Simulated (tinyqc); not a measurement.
Delta-doped layer in the Thomas-Fermi potential: one step. Estimate from a V-shaped well. Two cases, with inputs chosen for the exercise.

Problem. Near z = 0 the well is -depth + e F0 |z|, whose levels are a (c (e F0)^2/m_z)^(1/3) with a = 1.018793 (even) and 2.338107 (odd); c = hbar^2/2m0, m_z = mz.

Constants: hbar^2/2m0 = 3.80998211 eV angstrom^2.

Case 1.

Values chosen (out of a larger set: near those of a delta-doped layer in Ge; not measured data): m3 = 0.227 m0 (density-of-states mass of a valley); mz = 0.121 m0 (mass along z).

e F0 = 0.003053553 eV/angstrom
depth = 0.048743 eV

Subbands:

| label | valleys g | m_d (m0) | E (eV) | rms z (angstrom) |
|---|---|---|---|---|
| 0 | 4 | 0.310918 | -0.011667 | 42.427 |

Case 2.

Values chosen (out of a larger set: near those of a delta-doped layer in GaAs; not measured data): m3 = 0.069 m0 (density-of-states mass of a valley); mz = 0.069 m0 (mass along z).

e F0 = 0.0009188932 eV/angstrom
depth = 0.060680 eV

Subbands:

| label | valleys g | m_d (m0) | E (eV) | rms z (angstrom) |
|---|---|---|---|---|
| 0 | 1 | 0.069000 | -0.032702 | 46.760 |
| 1 | 1 | 0.069000 | -0.009330 | 130.647 |
| 2 | 1 | 0.069000 | -0.003023 | 250.237 |
| 3 | 1 | 0.069000 | -0.000505 | 545.588 |

Give: levels 0 and 1.

Solution.

Case 1.

levels 0 and 1 (eV): 0.0190  0.1067

Level 0 comes out 31 meV too high, since screening flattens the true well away from the plane, and both levels land above the rim at 0.

Case 2.

levels 0 and 1 (eV): -0.0240  0.0235

Level 0 comes out 9 meV too high, since screening flattens the true well away from the plane, and level 1 lands above the rim at 0.

Computed by tinyqc, one run a case: `OMP_NUM_THREADS=1 python tinyqc.py N N+1 out.jsonl` with N = 1280715, 1280877; one thread of a shared Intel(R) Xeon(R) Processor @ 2.30GHz, about 0.08 s a run at most.
